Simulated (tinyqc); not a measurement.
Inside a calculation: Gamma, L and X subbands of a thin body with non-parabolic valleys. Values are carried at full precision from step to step, so a last printed digit may differ when a step is redone from the rounded ones.

Hard walls, flat band, c = hbar^2/2m0, energies from the bulk Gamma edge. For a valley at angle theta to the normal 1/m_z = cos^2/ml + sin^2/mt and m_d = sqrt(ml mt^2/m_z). Subband n starts at E_v + e with e (1 + a e) = c (n pi/t)^2/m_z, and its density-of-states mass is taken as m_d (1 + 2 a e), without further growth at higher in-plane energy. Groups are named by valley and degeneracy.

Constants: hbar^2/2m0 = 3.80998211 eV angstrom^2; kB = 8.617333262e-05 eV/K.

Values chosen for the exercise (near those of a thin Ge channel; shifted at random, so the results belong to these values and not to a real crystal): face = 111 (surface); mG = 0.0378 m0 (Gamma mass); aG = 1.04 1/eV (Gamma non-parabolicity); EL = -0.139 eV (L edge above Gamma); mL = (1.617, 0.084) m0 (L valleys (four, along <111>): ml, mt); EX = 0.034 eV (X edge above Gamma); mX = (0.91, 0.188) m0 (Delta valleys (six, along <100>): ml, mt); aS = 0.32 1/eV (non-parabolicity of L and X); t = 60 angstrom (body thickness); Ns = 3.9 x 1e12/cm^2 (sheet density); T = 300 K (temperature); eot = 8 angstrom (equivalent oxide thickness).

## Valley groups

List degeneracy, edge, m_z, m_d and a.

Groups:
```
group  g  E_v (eV)     m_z     m_d  a (1/eV)
G1     1     0.000  0.0378  0.0378      1.04
L1     1    -0.139  1.6170  0.0840      0.32
L3     3    -0.139  0.0939  0.3486      0.32
X6     6     0.034  0.2556  0.3547      0.32
```

## Subband edges

n = 1 to 8 for each group; list the ten lowest.

Subbands:
```
subband  g   E (eV)  DOS mass
L1 n=1   1  -0.1326    0.0843
L1 n=2   1  -0.1134    0.0854
L1 n=3   1  -0.0819    0.0871
L1 n=4   1  -0.0389    0.0894
L3 n=1   3  -0.0315    0.3726
L1 n=5   1   0.0149    0.0923
X6 n=1   6   0.0743    0.3639
L1 n=6   1   0.0784    0.0957
L1 n=7   1   0.1507    0.0996
X6 n=2   6   0.1897    0.3901
```

The lowest subband is L1 n=1, 19 meV below L1 n=2; in the bulk the lowest valley is L.

## Filling and quantum capacitance

n_i = g m/(2 pi c) kB T ln(1 + exp((EF - E_i)/kB T)), sum n_i = Ns (1e12/cm^2 = 1e-4/angstrom^2), c = hbar^2/2m0. Quantum capacitance Cq = 1602.176634 sum g m/(2 pi c) f_i in microfarad/cm^2 with f_i = 1/(1 + exp((E_i - EF)/kB T)); Cox = 34.5313/eot (one gate); C/Cox = Cq/(Cq + Cox), the centroid term left out.

Over the ten listed subbands, named by valley (G, L, X), degeneracy and number.

EF = -0.0971 eV

n_i in the order of the list (1e12/cm^2): [1.454, 0.973, 0.415, 0.096, 0.916, 0.013, 0.031, 0.001, 0.000, 0.000]

Cq = 16.62 microfarad/cm^2
Cox = 4.316 microfarad/cm^2
C/Cox = 0.794

EF lies 35 meV above the lowest edge; Gamma holds 0 % of the electrons. The low density of states costs 21 % of the gate capacitance.

## Checks

- Cq against the slope dNs/dEF by finite differences, microfarad/cm^2: both 16.62.

tinyqc: `OMP_NUM_THREADS=1 python tinyqc.py 1281454 1281455 out.jsonl`; about 0.06 s, one thread, shared Intel(R) Xeon(R) Processor @ 2.30GHz.
